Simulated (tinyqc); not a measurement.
One-electron ion in a basis of Gaussians, step by step. Computed by tinyqc, a small Python program that keeps every step. Settings: Z = 4, l = 0. Command: `OMP_NUM_THREADS=1 python tinyqc.py 25073 25074 out.jsonl` (the two numbers bound the seeds that draw the settings). One thread of a shared host (Intel(R) Xeon(R) Processor @ 2.60GHz), about 0.01 s of CPU time with the checks.

## Matrices over normalised Gaussians

exponents of r^l exp(-a r^2) (1/bohr^2): 2.0680  6.9140  23.1100  77.2700  258.3000  863.7000  2887.0000

Z = 4

l = 0

With p = a_i + a_j and I(k) = Gamma((k+1)/2) / (2 p^((k+1)/2)): S = I(2l+2), T = (2l+3) a_i a_j S / p, V = -Z I(2l+1), each divided by sqrt(S_ii S_jj).

S, lower triangle:
```
        1       2       3       4       5       6       7
1  1.0000
2  0.7726  1.0000
3  0.4069  0.7727  1.0000
4  0.1799  0.4069  0.7726  1.0000
5  0.0748  0.1799  0.4069  0.7726  1.0000
6  0.0305  0.0748  0.1799  0.4069  0.7725  1.0000
7  0.0124  0.0305  0.0748  0.1799  0.4069  0.7727  1.0000
```

T (hartree), lower triangle:
```
        1        2        3         4         5          6          7
1  3.1020
2  3.6896  10.3710
3  2.3173  12.3359  34.6650
4  1.0869   7.7471  41.2304  115.9050
5  0.4604   3.6343  25.8932  137.8622  387.4500
6  0.1888   1.5391  12.1444   86.5727  460.8259  1295.5500
7  0.0767   0.6313   5.1443   40.6137  289.4081  1540.9992  4330.5000
```

V (hartree), lower triangle:
```
          1         2         3         4          5          6          7
1   -9.1792
2  -10.4507  -16.7840
3   -9.2162  -19.1090  -30.6853
4   -7.2319  -16.8514  -34.9358  -56.1094
5   -5.4479  -13.2237  -30.8080  -63.8820  -102.5870
6   -4.0513   -9.9610  -24.1742  -56.3332  -116.7973  -187.5908
7   -3.0012   -7.4081  -18.2111  -44.2064  -102.9974  -213.5773  -342.9679
```

## Generalised eigenproblem

H = T + V (hartree), lower triangle:
```
         1        2         3        4         5          6          7
1  -6.0772
2  -6.7612  -6.4130
3  -6.8989  -6.7731    3.9797
4  -6.1449  -9.1043    6.2945  59.7956
5  -4.9875  -9.5894   -4.9149  73.9802  284.8630
6  -3.8625  -8.4219  -12.0298  30.2395  344.0287  1107.9592
7  -2.9245  -6.7768  -13.0668  -3.5927  186.4107  1327.4219  3987.5321
```

Solve H C = S C e through S^(-1/2); each column has its largest component positive (the first on a tie).

eigenvalues of S: 0.0255  0.0670  0.1763  0.4355  0.9920  2.0034  3.3002

eigenvalues (hartree): -7.9960  1.9034  32.8238  152.5849  583.9985  2108.8107  7687.3614

coefficients:
```
        1        2        3        4        5        6        7
1  0.5150   1.5064  -0.8758   0.4019  -0.1930   0.0962  -0.0479
2  0.4291  -1.4364   2.2510  -1.2984   0.6323  -0.3119   0.1545
3  0.1444   0.0439  -1.9925   2.4179  -1.4008   0.6957  -0.3407
4  0.0355  -0.0834   0.2283  -2.1846   2.4179  -1.3934   0.6840
5  0.0085   0.0046  -0.0908   0.3252  -2.2392   2.3525  -1.3179
6  0.0016  -0.0045   0.0140  -0.0879   0.3524  -2.1735   2.1591
7  0.0006   0.0000  -0.0042   0.0116  -0.0666   0.2606  -1.8548
```

For Z = 4 and l = 0 the exact lowest level is -Z^2/(2 n^2) with n = l + 1: -8.000000 hartree.
